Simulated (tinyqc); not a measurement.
Composition against offsets: model-solid line-up of a strained alloy layer on a substrate.

All values of the alloy are linear in x but the gap, Eg(x) = (1 - x) Eg_A + x Eg_B - C x (1 - x), and the valence edge, Ev(x) = (1 - x) Ev_A + x Ev_B + fv C x (1 - x); Ec = Ev + Eg. Ev is the top of the unstrained valence band on a scale common to all materials. In the layer only the Gamma valley of the conduction band is followed, also where an X or L valley would lie lower.

Coherent growth on a (001) face: e_par = (a_s - a)/a, e_perp = -2 (C12/C11) e_par; exx = eyy = e_par, ezz = e_perp, no shear.

Strained edges: Ec + ac tr(e); the valence edges are Ev plus the levels of the 6 x 6 matrix of X, Y, Z times spin with -Dso/3 + l exx + m (eyy + ezz) on the diagonal (cyclic), n exy off it, l = av + 2 b, m = av - b, n = sqrt(3) d. Spin-orbit term (Dso/3) L.sigma on X, Y, Z with (L_k)_ij = -i epsilon_kij: <X+|H|Y+> = -i Dso/3, <X+|H|Z-> = Dso/3, <Y+|H|Z-> = -i Dso/3, <Z+|H|X-> = -Dso/3, <Z+|H|Y-> = i Dso/3, <X-|H|Y-> = i Dso/3, and their conjugates; + and - are the spin along z.

dEc = Ec(substrate) - Ec(layer), dEv = Ev(layer) - Ev(substrate); positive values confine the carrier in the layer. Type I: both of one sign; type II: opposite signs; type III: the gaps do not overlap.

Inputs chosen for the exercise (A near InAs, B near InSb, substrate near GaSb; shifted at random, so the results belong to these values and not to a real crystal): a = (6.057, 6.47) angstrom (lattice constant of A, B); Eg = (0.414, 0.237) eV (gap at Gamma to the s-like level of A, B); Dso = (0.391, 0.8) eV (spin-orbit splitting of A, B); Ev = (-0.59, 0) eV (top of the unstrained valence band of A, B); ac = (-5.14, -6.88) eV (conduction deformation potential of A, B); av = (1.01, 0.36) eV (valence hydrostatic potential of A, B); b = (-1.77, -2) eV (tetragonal shear potential of A, B); d = (-3.63, -4.72) eV (trigonal shear potential of A, B); C11 = (82.3, 68.9) GPa (of A, B); C12 = (45.5, 36.9) GPa (of A, B); C44 = (40.1, 30.7) GPa (of A, B); C = 0.539 eV (bowing of the gap); fv = 0.6 (share of the bowing taken by the valence edge); a_s = 6.098 angstrom (substrate); Eg_s = 0.81 eV (lowest gap of the substrate); Ev_s = -0.03 eV (substrate valence edge); face = 001 (growth face).

Each composition is strained to the same substrate.

Results:

| x | e_par (%) | relaxed gap (eV) | strained gap (eV) | valence splitting (meV) | dEc (eV) | dEv (eV) | type |
|---|---|---|---|---|---|---|---|
| 0.02 | 0.54 | 0.400 | 0.348 | 42 | 0.977 | -0.515 | III |
| 0.10 | 0.00 | 0.348 | 0.348 | 0 | 0.934 | -0.472 | III |
| 0.17 | -0.48 | 0.308 | 0.317 | 35 | 0.893 | -0.400 | III |
| 0.32 | -1.47 | 0.240 | 0.270 | 100 | 0.795 | -0.255 | II |
| 0.40 | -2.00 | 0.214 | 0.255 | 131 | 0.737 | -0.182 | II |
| 0.47 | -2.45 | 0.197 | 0.249 | 157 | 0.683 | -0.122 | II |
| 0.55 | -2.96 | 0.183 | 0.248 | 184 | 0.618 | -0.056 | II |

Give the missing row, x = 0.25.

Computed row:
```
x     e_par (%)  relaxed gap (eV)  strained gap (eV)  valence splitting (meV)  dEc (eV)  dEv (eV)  type
0.25      -1.01             0.269              0.288                       71     0.842    -0.321   III
```

The alloy matches the substrate at x = 0.099, where the top valence edge changes its character and the splitting passes through zero. The strained gap runs from 0.348 to 0.248 eV, against 0.400 to 0.183 eV for the relaxed alloy: strain takes back part of the change that the composition makes. Strains above 2 % can be kept only in layers of a few nanometres. The type changes: III to II between x = 0.25 and 0.32.

Computed by tinyqc, a small Python program: `OMP_NUM_THREADS=1 python tinyqc.py 1051337 1051338 out.jsonl` (the numbers bound the seed that draws the inputs); one thread of a shared host (Intel(R) Xeon(R) Processor @ 2.30GHz), about 0.01 s for the whole set of steps.
